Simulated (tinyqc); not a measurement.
# From one set of inputs to another, one input at a time

Model: pressure-driven transition between two phases with analytic equations of state. Computed by tinyqc, a small Python program. Command: `OMP_NUM_THREADS=1 python tinyqc.py 3028096 3028097 out.jsonl transition ladder`. One thread of a shared host (Intel(R) Xeon(R) Processor @ 2.30GHz), about 0.02 s of CPU time with the checks.

Each phase obeys E = E0 + (9 B0 V0/h^2) {1 + [h (1 - x) - 1] exp(h (1 - x))}, P = 3 B0 (1 - x) x^-2 exp(h (1 - x)), x = (V/V0)^(1/3), h = (3/2)(B' - 1); E0 = 0 for phase 1 and Delta E0 for phase 2. H = E + P V.

The inputs printed are set A. Inputs not listed in the table keep their values of set A, so the rows need not describe a real material.

Inputs (values chosen for the exercise, for two model phases):

| quantity | value | unit |
|---|---|---|
| volume V0 of phase 1 | 28 | angstrom^3/atom |
| B0 of phase 1 | 46.2 | GPa |
| B' of phase 1 | 5.1 | - |
| volume V0 of phase 2 | 23.1 | angstrom^3/atom |
| B0 of phase 2 | 59.1 | GPa |
| B' of phase 2 | 3.55 | - |
| energy of phase 2 above phase 1, Delta E0 | 0.029 | eV/atom |
| entropy of phase 2 less phase 1, Delta S | 0.32 | k_B/atom |
| temperature T | 600 | K |

Equation of state: Vinet.

Constants: 1 eV/angstrom^3 = 160.2176634 GPa; k_B = 8.617333262e-05 eV/K.

Method. Start from P = Delta E0/(V0 of phase 1 - V0 of phase 2); at each P solve P(V) = P for both phases and step P(new) = P - (H_2 - H_1)/(V_2 - V_1); stop when |H_2 - H_1| < 1e-10 eV. At the zero-temperature transition the volume change is V_2/V_1 - 1 and the work is P (V_1 - V_2). At T the condition is H_2 - H_1 - T Delta S = 0, with Delta S constant and thermal expansion left out; the Clausius-Clapeyron slope is dP/dT = Delta S/(V_2 - V_1) at the zero-temperature point.

Each row keeps all changes above it:

| input moved | from | to | volume change (%) | transition pressure at T (GPa) | Clapeyron slope (MPa/K) |
|---|---|---|---|---|---|
| set A | - | - | -17.17 | 0.41 | -0.937 |
| volume V0 of phase 2 (angstrom^3/atom) | 23.1 | 14.4 | -48.49 | 0.15 | -0.328 |
| temperature T (K) | 600 | 300 | -48.49 | 0.24 | -0.328 |
| B' of phase 2 | 3.55 | 4.83 | -48.49 | 0.24 | -0.328 |
| energy of phase 2 above phase 1, Delta E0 (eV/atom) | 0.029 | 0.18 | -48.14 | 2.08 | -0.342 |
| entropy of phase 2 less phase 1, Delta S (k_B/atom) | 0.32 | 0.12 | -48.14 | 2.14 | -0.128 |
| volume V0 of phase 1 (angstrom^3/atom) | 28 | 17.3 | -14.61 | 11.62 | -0.776 |
| B0 of phase 2 (GPa) | 59.1 | 117 | -7.82 | 15.88 | -1.510 |

Which inputs carry the difference?

Volume change goes from -17.2 to -7.82, +9.35 in all. The largest single move comes from volume V0 of phase 1 (+33.5), and volume V0 of phase 2 works against it (-31.3). Transition pressure at T goes from 0.411 to 15.9, a factor 38.6 in all. The largest single move comes from energy of phase 2 above phase 1, Delta E0 (a factor 8.47), and volume V0 of phase 2 works against it (a factor 0.358). Clapeyron slope goes from -0.937 to -1.51, -0.572 in all. The largest single move comes from B0 of phase 2 (-0.734), and volume V0 of phase 2 works against it (+0.61). The single moves hold for this order of the switches; the total does not depend on the order.

Caution (all rows): a constant Delta S holds only at high temperature; it vanishes as T goes to 0, so the shift counted from T = 0 is somewhat too large.

Extremes, crossings and ranges named in words are read from the listed rows.
